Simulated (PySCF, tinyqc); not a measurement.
Worked calculation: coupled-perturbed Hartree-Fock on RHF in the sto-3g basis, for Be, spin multiplicity 1. The lowest restricted solution is unstable here: a spin-polarised one lies 0.0012 hartree lower (PySCF). One step of it, computed by the program tinyqc.

Problem. Response to a field: uncoupled start. Field along z; U_ai = -mu_ai / (e_a - e_i), alpha = -4 sum U_ai mu_ai.

orbital energies (hartree): MO1 -4.483992, MO2 -0.254038, MO3 0.221086, MO4 0.221086, MO5 0.221086

dipole integrals <a|z|i> (bohr):
```
          i1        i2
a3  0.000000  0.000000
a4  0.000000  0.000000
a5  0.147388  1.264640
```

Give: uncoupled U; uncoupled polarisability.

Solution.

uncoupled U:
```
        i1      i2
a3   0.000   0.000
a4   0.000   0.000
a5  -0.031  -2.662
```

uncoupled polarisability = 13.483 bohr^3
